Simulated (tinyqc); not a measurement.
Threshold of a short bulk MOSFET: charge sharing, barrier lowering, narrow width: two steps of the calculation.

n-channel device on a p-type body, depletion approximation, full ionisation. Uniform doping N = Na. Vbi from Boltzmann statistics is rough for the degenerate source. Cox = eps0 eox/tox.

Values chosen for this exercise; band and dielectric values close to those of silicon:
```
symbol    value   unit                                                                 meaning
T           350      K                                                             temperature
Eg         1.12     eV                                                                band gap
eps_r      11.6                                                          relative permittivity
Nc      3.47e19  cm^-3                                  conduction-band density of states at T
Nv      3.38e19  cm^-3                                     valence-band density of states at T
eox         3.9         relative permittivity of the gate insulator (close to silicon dioxide)
tox         4.6     nm                                                     insulator thickness
Na         2e18  cm^-3                                                          channel doping
Nsd        1e20  cm^-3                                                 source and drain doping
Vfb       -0.93      V                                     flat-band voltage for the doping Na
xj           14     nm                                                          junction depth
Vbs           0      V                                                     body-source voltage
Vds           1      V                                                    drain-source voltage
W           320     nm                                                              gate width
xw            0                      shape factor of the fringing depletion at the width edges
L           180     nm                                                          channel length
```

Constants: q = 1.602176634e-19 C, kB = 1.380649e-23 J/K, Vt = kB T/q, eps0 = 8.8541878128e-14 F/cm where lengths are in cm. Results are converted to the units shown.

Question 1. Long-channel threshold and scales. ni = sqrt(Nc Nv) exp(-Eg/(2 Vt)), Eg in volts; 2 pB = 2 Vt ln(N/ni); flat band Vfb - Vt ln(N/Na); Wd = sqrt(2 eps0 eps_r (2 pB - Vbs)/(q N)); body term q N Wd/Cox; long-channel VT0 = flat band + 2 pB + body term; Vbi = Vt ln(N Nsd/ni^2); scale length l = sqrt((eps_r/eox) tox Wd).

Wanted: N; 2 pB; flat band; Wd; body term; VT0; Vbi; l.

Answer 1.

N = 2.0000e18 cm^-3
2 pB = 0.94866 V
flat band = -0.93000 V
Wd = 24.661 nm
body term = 1.0527 V
VT0 = 1.0713 V
Vbi = 1.0666 V
l = 18.369 nm

Question 2. Short-channel and narrow-width shifts. Charge sharing (trapezoid; it ignores Vds): F = (xj/L)(sqrt(1 + 2 Wd/xj) - 1), lowering = body term times F. Barrier lowering: th = exp(-L/(2 l)) + 2 exp(-L/l), lowering = th [2 (Vbi - 2 pB) + Vds], DIBL = th. Narrow width: rise = body term times xw Wd/W. VT by each model = VT0 - lowering + rise.

2 pB = 0.94866009 V
Wd = 24.660591 nm
body term = 1.0526606 V
VT0 = 1.0713207 V
Vbi = 1.0666493 V
l = 18.368654 nm

Wanted: F; lowering by charge sharing; th; lowering of the barrier; DIBL; narrow-width rise; VT, charge sharing; VT, barrier lowering.

Answer 2.

F = 0.087634
lowering by charge sharing = 92.249 mV
th = 0.0075602
lowering of the barrier = 9.3442 mV
DIBL = 7.5602 mV/V
narrow-width rise = 0 mV
VT, charge sharing = 0.97907 V
VT, barrier lowering = 1.0620 V

L is 9.80 scale lengths. The charge-sharing lowering is 9.87 times the barrier lowering; the first falls off as 1/L and the second exponentially. Both describe the same loss of gate control, so they are alternatives and are not added.

tinyqc, about 0.01 s, one thread, Intel Xeon 2.30GHz (shared host): `OMP_NUM_THREADS=1 python tinyqc.py 2002169 2002170 out.jsonl`
